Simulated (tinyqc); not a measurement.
Strained alloy layer of InAs and GaAs on (001) InP, model-solid band line-up: one step of the calculation.

The layer is x parts of the first compound and 1 - x of the second, grown coherently on the third as substrate and barrier. Rows of the table: lattice constant a, average valence level Ea on an absolute scale, spin-orbit splitting so, gaps at Gamma, X and L, hydrostatic deformation potentials av and ac (Gamma), shear potential b, elastic constants, electron and heavy-hole (along z) masses. All are interpolated linearly in x; gaps get -C x (1 - x), taken wholly in the conduction band; real line-ups can differ from this model by 0.1 eV or more.

Question. Electron to heavy-hole transition of the well. In-plane strain e = (a_substrate - a)/a, e_z = -2 (c12/c11) e, volume change 2 e + e_z. With v = 2 e + e_z and d = 2 b (e_z - e): Eav = Ea + av v; E_hh = Eav + so/3 - d/2; E_lh = Eav - so/6 + d/4 + sqrt(so^2 + so d + 9 d^2/4)/2; E_c = Ea + so/3 + EG + ac v (Gamma). Substrate: E_v = Ea + so/3, E_c = E_v + EG. Well depths: dEc = E_c(substrate) - E_c, dEhh = E_hh - E_v(substrate), dElh likewise; strained Gamma gap E_c - max(E_hh, E_lh); positive values confine carriers in the layer.

Lowest level of a finite well of width Lw and depth V: kw Lw/2 = arctan(sqrt((mw/mb)(V - E)/E)), kw = sqrt(mw E/C), C = hbar^2/(2 m0), for electrons (dEc) and heavy holes (dEhh), mb from the substrate; transition E_c - E_hh + both levels, without exciton binding; wavelength h c/E.

Inputs (values chosen for the exercise): fraction of the first compound in the layer x = 0.55; bowing of the Gamma gap CG = 0.477 eV; bowing of the X gap CX = 1.4 eV; bowing of the L gap CL = 0.33 eV; layer thickness Lw = 4.8 nm.

Constants: q = 1.602176634e-19 C, hbar = 1.054571817e-34 J s, h = 6.62607015e-34 J s, m0 = 9.1093837015e-31 kg, c = 299792458 m/s, hbar^2/(2 m0) = 0.0380998212 eV nm^2. Results are converted to the units shown.

Binary compounds, values chosen for the exercise:

|  | close to InAs | close to GaAs | close to InP |
|---|---|---|---|
| a (angstrom) | 6.058 | 5.653 | 5.869 |
| Ea (eV) | -6.67 | -6.92 | -7.04 |
| so (eV) | 0.376 | 0.337 | 0.111 |
| EG (eV) | 0.358 | 1.44 | 1.35 |
| EX (eV) | 1.36 | 1.91 | 2.2 |
| EL (eV) | 1.07 | 1.7 | 1.9 |
| av (eV) | 1 | 1.16 | 1.28 |
| ac (eV) | -5.09 | -7.16 | -5.07 |
| b (eV) | -1.79 | -1.7 | -1.72 |
| c11 (GPa) | 83.5 | 120 | 101 |
| c12 (GPa) | 44.9 | 54.3 | 56.5 |
| me (m0) | 0.0231 | 0.0676 | 0.0799 |
| mh (m0) | 0.326 | 0.352 | 0.53 |

Find: electron mass in the layer; heavy-hole mass in the layer; electron level; heavy-hole level; transition energy; wavelength.

Answer.

electron mass in the layer = 0.043125 m0
heavy-hole mass in the layer = 0.33770 m0
electron level = 95.685 meV
heavy-hole level = 28.637 meV
transition energy = 0.85546 eV
wavelength = 1449.3 nm

Computed by the program tinyqc: `OMP_NUM_THREADS=1 python tinyqc.py 2690156 2690157 out.jsonl`, one thread of a shared Intel Xeon 2.30GHz, about 0.01 s for the whole run.
